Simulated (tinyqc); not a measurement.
# CMOS inverter, nodal equation and switching: effects of single changes

An n-channel pull-down (bn, VTn) and a p-channel pull-up (bp, VTp) share the input Vin and the output node Vout, which carries the load C. Transistor (EKV form, voltages against the body): I = 2 n b Vt^2 [F(vp - Vs) - F(vp - Vd)] from drain to source, F(v) = ln^2(1 + exp(v/(2 Vt))), vp = (Vg - VT + sg |Vd - Vs|)/n. n-channel bodies are at 0; for the p-channel device all voltages are counted down from Vdd. b in uA/V^2 gives I in uA. Static: In = Ip. Transient: C dVout/dt = Ip - In. No velocity saturation, no gate capacitance beyond C.

Parameters, values chosen for the exercise:

| symbol | value | unit | meaning |
|---|---|---|---|
| T | 300 | K | temperature |
| Vdd | 0.7 | V | supply voltage |
| n | 1.15 |  | slope factor |
| sg | 0.023 |  | drain-induced barrier lowering |
| VTn | 0.33 | V | n-channel threshold |
| VTp | 0.25 | V | p-channel threshold (magnitude) |
| bn | 720 | uA/V^2 | gain factor of the pull-down transistor |
| bp | 720 | uA/V^2 | gain factor of the pull-up transistor |
| C | 0.31 | fF | load capacitance |

Constants: q = 1.602176634e-19 C, kB = 1.380649e-23 J/K, Vt = kB T/q. Results are converted to the units shown.

Each table varies one quantity; the others keep the values above.

## Effect of the gain factor of the pull-up transistor

VM solves In = Ip with Vin = Vout; VIL and VIH are the inputs of gain -1, NML = VIL - Vout(VIH), NMH = Vout(VIL) - VIH. For a step input the delay to Vdd/2 is tHL = C times the integral of dV/(In - Ip) from Vdd/2 to Vdd at Vin = Vdd, and tLH likewise with Ip - In from 0 to Vdd/2 at Vin = 0.

Effect of the gain factor of the pull-up transistor:
```
bp (uA/V^2),VM (V),gain at VM,NML (V),NMH (V),tHL (ps),tLH (ps)
140,0.3448,-43.45,0.2835,0.2990,2.375,8.374
220,0.3569,-43.44,0.2965,0.2858,2.375,5.329
340,0.3687,-43.44,0.3091,0.2731,2.375,3.448
520,0.3802,-43.43,0.3215,0.2606,2.375,2.255
800,0.3920,-43.41,0.3341,0.2479,2.375,1.465
1200,0.4030,-43.40,0.3460,0.2361,2.375,0.9770
1900,0.4155,-43.37,0.3595,0.2227,2.375,0.6170
2900,0.4269,-43.33,0.3719,0.2105,2.375,0.4043
```

As bp goes from 140 to 2900 uA/V^2, VM rises from 0.345 to 0.427 V, the size of the gain stays near 43.4, tHL stays near 2.37 ps and tLH falls from 8.37 to 0.404 ps. The smaller margin is largest, 0.286 V, at bp = 220 uA/V^2 among the rows. A stronger pull-up raises VM and trades low-side against high-side margin.

## Effect of the slope factor

Same model as above.

Effect of the slope factor:
```
n,VM (V),gain at VM,NML (V),NMH (V),tHL (ps),tLH (ps)
1,0.3891,-43.41,0.3320,0.2520,2.069,1.425
1.1,0.3891,-43.42,0.3314,0.2514,2.272,1.560
1.2,0.3891,-43.42,0.3307,0.2507,2.477,1.697
1.3,0.3891,-43.42,0.3299,0.2499,2.682,1.837
1.4,0.3891,-43.42,0.3292,0.2492,2.886,1.976
1.5,0.3891,-43.42,0.3284,0.2484,3.089,2.116
1.6,0.3891,-43.42,0.3276,0.2476,3.290,2.256
```

What does the table show?

As n goes from 1 to 1.6, VM stays near 0.389 V, the size of the gain stays near 43.4, tHL rises from 2.07 to 3.29 ps and tLH rises from 1.42 to 2.26 ps. The smaller margin is largest, 0.252 V, at n = 1 among the rows.

tinyqc, about 0.04 s, one thread, Intel Xeon 2.30GHz (shared host): `OMP_NUM_THREADS=1 python tinyqc.py 2340026 2340027 out.jsonl`
